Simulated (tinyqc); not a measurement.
Haynes-Shockley experiment: drift, diffusion and decay of a minority-carrier pulse: one step, computed by the program tinyqc. Command: `OMP_NUM_THREADS=1 python tinyqc.py 3111814 3111815 out.jsonl haynes walk`. One thread of a shared host (Intel(R) Xeon(R) Processor @ 2.30GHz), about 0.01 s of CPU time with the checks.

A thin sheet of excess carriers is made at x = 0, t = 0 in a long uniform bar; injection is low, so the pulse moves with the minority mobility.

Question. Simple reading of the pulse. With w the full width at half maximum: mu = d/(F t_p); D = (w d)^2/(16 ln2 t_p^3); Einstein ratio D/mu against k_B T/e.

Inputs (values chosen for the exercise, modelled on electrons in p-type germanium in a lightly doped bar):
```
quantity                     value        unit
minority mobility mu          4370  cm^2/(V s)
temperature T                  300           K
field F                        5.8        V/cm
distance d to the collector    0.5          cm
```

time of the peak t_p = 19.52470 microsecond

width at half maximum = 6.153797 microsecond

D = 112.9732 cm^2/s

Constants: k_B = 8.617333262e-05 eV/K.

Give: apparent mobility; apparent D; apparent D/mu; error of mu; error of D.

Answer.

apparent mobility = 4415 cm^2/(V s)

apparent D = 114.7 cm^2/s

apparent D/mu = 25.98 mV

error of mu = 1.036 %

error of D = 1.520 %
